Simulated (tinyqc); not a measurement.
Permittivity of the insulator from five potentials.

Problem. A node lies on a semiconductor-insulator interface. Steps: hs = tb/2 down into the semiconductor, ho = tox/2 up into the insulator, hy = L/5 sideways. The flux balance of its box reads eox (hy/ho)(above - node) + eps_r (hy/hs)(below - node) + [(eps_r hs + eox ho)/(2 hy)](left + right - 2 node) - q Na (hs/2) hy/eps0 = 0. Find eox.

Values chosen for this exercise; semiconductor permittivity close to that of silicon:
```
symbol,value,unit,meaning
eps_r,11.7,,relative permittivity of the semiconductor
tb,3,nm,body thickness
tox,2,nm,insulator thickness
L,26,nm,channel length
Na,1.4e18,cm^-3,acceptor density of the depleted body
```

Constants: q = 1.602176634e-19 C, eps0 = 8.8541878128e-14 F/cm where lengths are in cm. Results are converted to the units shown.

psi (V): node 0.22454645, above 0.077037003, below 0.32851756, left -0.019916527, right 1.56

Answer. The balance is linear in eox.

eox = 9.000

Computed by the program tinyqc: `OMP_NUM_THREADS=1 python tinyqc.py 2480071 2480072 out.jsonl`, one thread of a shared Intel Xeon 2.30GHz, about 0.1 s for the whole run.
